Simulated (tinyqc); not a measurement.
UHF in the sto-6g basis, for H3-, spin multiplicity 1, step by step. The basis has no diffuse functions, so it cannot describe the extra electron: this is an exercise in the method, not the real anion. One step of it, computed by the program tinyqc.

Task: Iteration 1: building the Fock matrix. J_ij = sum D_kl (ij|kl) with D = D(alpha) + D(beta), K_ij = sum D_kl (ik|jl) for each spin; F = H + J - K(s); E = tr D H + tr D J / 2 - 0.5 sum_s tr D(s) K(s) + E_nn.

D(alpha) at the start, order 1H 1s, 2H 1s, 3H 1s:
$$\begin{pmatrix}
0.735751 & -0.384353 & 0.342650 \\
-0.384353 & 1.142352 & -0.062047 \\
0.342650 & -0.062047 & 0.174104
\end{pmatrix}$$

D(beta) at the start, order 1H 1s, 2H 1s, 3H 1s:
$$\begin{pmatrix}
0.735782 & 0.342584 & -0.384421 \\
0.342584 & 0.174081 & -0.061861 \\
-0.384421 & -0.061861 & 1.142303
\end{pmatrix}$$

core Hamiltonian H = T + V (hartree), order 1H 1s, 2H 1s, 3H 1s:
$$\begin{pmatrix}
-1.286620 & -0.582597 & -0.582522 \\
-0.582597 & -1.187349 & -0.320423 \\
-0.582522 & -0.320423 & -1.187321
\end{pmatrix}$$

Two-electron integrals (ij|kl) in chemists' order, unique and non-zero (hartree):
```
(11|11) 0.774999   (21|11) 0.197773   (21|21) 0.071551   (22|11) 0.395347
(22|21) 0.197773   (22|22) 0.774999   (31|11) 0.197743   (31|21) 0.057028
(31|22) 0.126455   (31|31) 0.071532   (32|11) 0.084101   (32|21) 0.032386
(32|22) 0.094530   (32|31) 0.032382   (32|32) 0.019039   (33|11) 0.395323
(33|21) 0.126466   (33|22) 0.306044   (33|31) 0.197743   (33|32) 0.094530
(33|33) 0.774999
```

nuclear repulsion = 1.13260322 hartree

Give: Coulomb J; exchange K(alpha); exchange K(beta); F(alpha); F(beta); total energy of this density.

Result:

Coulomb J (hartree), order 1H 1s, 2H 1s, 3H 1s:
$$\begin{pmatrix}
2.127 & 0.699 & 0.699 \\
0.699 & 1.954 & 0.363 \\
0.699 & 0.363 & 1.954
\end{pmatrix}$$

exchange K(alpha) (hartree), order 1H 1s, 2H 1s, 3H 1s:
$$\begin{pmatrix}
0.641 & 0.236 & 0.313 \\
0.236 & 0.800 & 0.140 \\
0.313 & 0.140 & 0.308
\end{pmatrix}$$

exchange K(beta) (hartree), order 1H 1s, 2H 1s, 3H 1s:
$$\begin{pmatrix}
0.641 & 0.313 & 0.236 \\
0.313 & 0.308 & 0.140 \\
0.236 & 0.140 & 0.800
\end{pmatrix}$$

F(alpha) (hartree), order 1H 1s, 2H 1s, 3H 1s:
$$\begin{pmatrix}
0.200 & -0.120 & -0.196 \\
-0.120 & -0.033 & -0.098 \\
-0.196 & -0.098 & 0.459
\end{pmatrix}$$

F(beta) (hartree), order 1H 1s, 2H 1s, 3H 1s:
$$\begin{pmatrix}
0.200 & -0.196 & -0.120 \\
-0.196 & 0.459 & -0.098 \\
-0.120 & -0.098 & -0.033
\end{pmatrix}$$

total energy of this density = -1.12952 hartree
